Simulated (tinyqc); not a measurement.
From results back to parameters: conductance of a narrow metal strip with scatterers (square lattice, Green functions). Four cases, with inputs chosen for the exercise.

Problem. Boundaries with reflection R, a distance dg apart, add incoherently to the scattering in a one-dimensional channel: rho/rho0 = 1 + (lam/dg) R/(1 - R). The ratio comes from a hidden R.

Case 1.

Values chosen (out of a larger set: hopping and spacing of the size met in Cu or Al; the lattice is a model; not measured data): lam = 18 nm (bulk mean free path); dg = 45 nm (distance between boundaries).

rho/rho0 = 1.31429

Case 2.

Values chosen (out of a larger set: hopping and spacing of the size met in Cu or Al; the lattice is a model; not measured data): lam = 39 nm (bulk mean free path); dg = 59 nm (distance between boundaries).

rho/rho0 = 1.49866

Case 3.

Values chosen (out of a larger set: hopping and spacing of the size met in Cu or Al; the lattice is a model; not measured data): lam = 26 nm (bulk mean free path); dg = 20 nm (distance between boundaries).

rho/rho0 = 1.90339

Case 4.

Values chosen (out of a larger set: hopping and spacing of the size met in Cu or Al; the lattice is a model; not measured data): lam = 32 nm (bulk mean free path); dg = 59 nm (distance between boundaries).

rho/rho0 = 1.14418

Find: R; effective mean free path lam rho0/rho.

Solution. y = (rho/rho0 - 1) dg/lam = R/(1 - R), so R = y/(1 + y).

Case 1.

R = 0.440
effective mean free path lam rho0/rho = 13.70 nm

Case 2.

R = 0.430
effective mean free path lam rho0/rho = 26.02 nm

Case 3.

R = 0.410
effective mean free path lam rho0/rho = 13.66 nm

Case 4.

R = 0.210
effective mean free path lam rho0/rho = 27.97 nm

Computed by tinyqc, one run a case: `OMP_NUM_THREADS=1 python tinyqc.py N N+1 out.jsonl` with N = 1480986, 1480993, 1480997, 1481134; one thread of a shared Intel(R) Xeon(R) Processor @ 2.30GHz, about 0.01 s a run at most.
